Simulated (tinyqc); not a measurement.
Thinning the body: Gamma, L and X subbands of a thin body with non-parabolic valleys.

Hard walls, flat band, c = hbar^2/2m0, energies from the bulk Gamma edge. For a valley at angle theta to the normal 1/m_z = cos^2/ml + sin^2/mt and m_d = sqrt(ml mt^2/m_z). Subband n starts at E_v + e with e (1 + a e) = c (n pi/t)^2/m_z, and its density-of-states mass is taken as m_d (1 + 2 a e), without further growth at higher in-plane energy. Groups are named by valley and degeneracy.

n_i = g m/(2 pi c) kB T ln(1 + exp((EF - E_i)/kB T)), sum n_i = Ns (1e12/cm^2 = 1e-4/angstrom^2), c = hbar^2/2m0. Quantum capacitance Cq = 1602.176634 sum g m/(2 pi c) f_i in microfarad/cm^2 with f_i = 1/(1 + exp((E_i - EF)/kB T)); Cox = 34.5313/eot (one gate); C/Cox = Cq/(Cq + Cox), the centroid term left out.

Constants: hbar^2/2m0 = 3.80998211 eV angstrom^2; kB = 8.617333262e-05 eV/K.

Values chosen for the exercise (near those of a thin GaAs channel; the results hold for these values, not for the real material):
- face = 110 (surface)
- mG = 0.0671 m0 (Gamma mass)
- aG = 0.58 1/eV (Gamma non-parabolicity)
- EL = 0.336 eV (L edge above Gamma)
- mL = (1.904, 0.072) m0 (L valleys (four, along <111>): ml, mt)
- EX = 0.46 eV (X edge above Gamma)
- mX = (1.328, 0.236) m0 (X valleys (three, along <100>): ml, mt)
- aS = 0.66 1/eV (non-parabolicity of L and X)
- Ns = 3.2 x 1e12/cm^2 (sheet density)
- T = 300 K (temperature)
- eot = 7 angstrom (equivalent oxide thickness)
- ts = (18, 24, 30, 40, 55, 75, 110) angstrom (thicknesses)

Lowest edge of each valley type, the lowest group, the Gamma share and C/Cox, with n = 1 to 8 of all groups.

Results:
```
t (angstrom)  Gamma (eV)  L (eV)  X (eV)  lowest  Gamma share (%)  C/Cox
18                 1.068   0.782   0.709      X2              0.0  0.782
24                 0.694   0.611   0.608      X2              0.3  0.787
30                 0.486   0.521   0.558      G1             27.5  0.774
40                 0.299   0.445   0.517      G1             88.7  0.616
55                 0.169   0.396   0.490      G1             99.0  0.524
75                 0.094   0.369   0.477      G1             99.7  0.502
110                0.045   0.351   0.468      G1             99.9  0.553
```

What can be read from this table?

From 110 down to 18 angstrom Gamma rises by 1.02 eV, L by 0.43 and X by 0.24 eV, the light Gamma mass moving most. The lowest group changes from G1 to X2 between 30 and 24 angstrom. The Gamma share goes from 100 % to 0 %. C/Cox is 0.55 and 0.78 at the ends and lies between 0.50 and 0.79. Hard walls overstate the rise in the thinnest rows.

tinyqc: `OMP_NUM_THREADS=1 python tinyqc.py 1281707 1281708 out.jsonl`; about 0.05 s, one thread, shared Intel(R) Xeon(R) Processor @ 2.30GHz.
